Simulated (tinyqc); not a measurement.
## Narrowing from the saturation current

Problem. A uniform n-type emitter has J0 = (q p0 D/L)(s + tanh(W/L))/(1 + s tanh(W/L)), D = mup Vt, s = S L/D, and p0 = (ni^2/N) exp(dE_app/kB T), where dE_app = dEg + kB T ln[(N/Nc) exp(-eta)]. Find p0, dE_app and dEg.

Parameters, values chosen for the exercise; band and dielectric values close to those of silicon: temperature T = 300 K; conduction-band density of states at 300 K Nc = 2.81e19 cm^-3; ionised donor density N = 4.5e19 cm^-3; minority-hole mobility mup = 230 cm^2/(V s); emitter width W = 71 nm; recombination velocity at the contact S = 5e6 cm/s.

Constants: q = 1.602176634e-19 C, kB = 1.380649e-23 J/K, Vt = kB T/q. Results are converted to the units shown.

J0 = 9167.7143 fA/cm^2
L = 1070.2810 nm
ni = 8.8643532e9 cm^-3
converged eta = 1.0249682

Solution. J0 gives p0, its ratio to ni^2/N gives dE_app, and the degeneracy term is taken off.

p0 = 79.6 cm^-3
dE_app = 98.7 meV
dEg = 113 meV

tinyqc, about 0.01 s, one thread, Intel Xeon 2.30GHz (shared host): `OMP_NUM_THREADS=1 python tinyqc.py 2330174 2330175 out.jsonl`
